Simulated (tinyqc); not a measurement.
Gate voltage for a given inversion charge.

Problem. p-type body, charge-sheet picture, depletion and inversion only, full ionisation (an idealisation for deep acceptors), Boltzmann statistics (rough once Na exp(x - xn) passes about Nc/7). In units of Vt: xg = (Vg - Vfb)/Vt, x = psi/Vt, G = gamma/sqrt(Vt), xn = (2 phiF + Vc)/Vt. The implicit equation is (xg - x)^2 = G^2 [x - 1 + exp(x - xn)] for x above about 3. Cox = eps0 eox/tox. ni = sqrt(Nc Nv) exp(-Eg/(2 Vt)), Eg in volts; phiF = Vt ln(Na/ni); gamma = sqrt(2 q eps0 eps_r Na)/Cox. N_inv = (Cox Vt G/q) [sqrt(x - 1 + exp(x - xn)) - sqrt(x - 1)]. Find x - xn, psi and Vg.

Parameters, values chosen for the exercise; band and dielectric values close to those of silicon: temperature T = 250 K; band gap Eg = 1.13 eV; relative permittivity eps_r = 11.7; conduction-band density of states at T Nc = 2.16e19 cm^-3; valence-band density of states at T Nv = 2.02e19 cm^-3; relative permittivity of the gate insulator (close to silicon dioxide) eox = 3.9; insulator thickness tox = 9.6 nm; acceptor density Na = 4.1e16 cm^-3; flat-band voltage Vfb = -0.95 V; channel-body voltage Vc = 0.2 V.

Constants: q = 1.602176634e-19 C, kB = 1.380649e-23 J/K, Vt = kB T/q, eps0 = 8.8541878128e-14 F/cm where lengths are in cm. Results are converted to the units shown.

N_inv = 3.9e10 cm^-2

Answer. N_inv rises steadily with x, so it fixes x; the implicit equation then gives xg directly.

x - xn = 1.67
psi = 1.10 V
Vg = 0.501 V

tinyqc, about 0.01 s, one thread, Intel Xeon 2.30GHz (shared host): `OMP_NUM_THREADS=1 python tinyqc.py 2122115 2122116 out.jsonl`
